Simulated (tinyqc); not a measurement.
## Lifetime from the low-frequency admittance

Problem. At low frequency a p+-n diode with a base of width wb has C_diff/G = (tau/2)(1 - 2 x/sinh 2x), x = wb/sqrt(Dp tau). Find tau, x and the limit of C_diff/G for infinite lifetime, wb^2/(3 Dp).

Inputs (values chosen for the exercise): hole diffusion coefficient Dp = 5.8 cm^2/s; width of the neutral base wb = 21 um.

G = 1.3812523 S/cm^2
C_diff = 0.25621657 uF/cm^2

Solution. The ratio rises steadily with tau from tau/2 (long base) towards wb^2/(3 Dp) (short base), so one lifetime matches as long as the ratio is below that limit.

tau = 1.00e-6 s
x = 0.872
limit of C_diff/G = 2.53e-7 s

Program tinyqc, `OMP_NUM_THREADS=1 python tinyqc.py 2890137 2890138 out.jsonl`; Intel Xeon 2.30GHz, shared host, one thread, about 0.01 s.
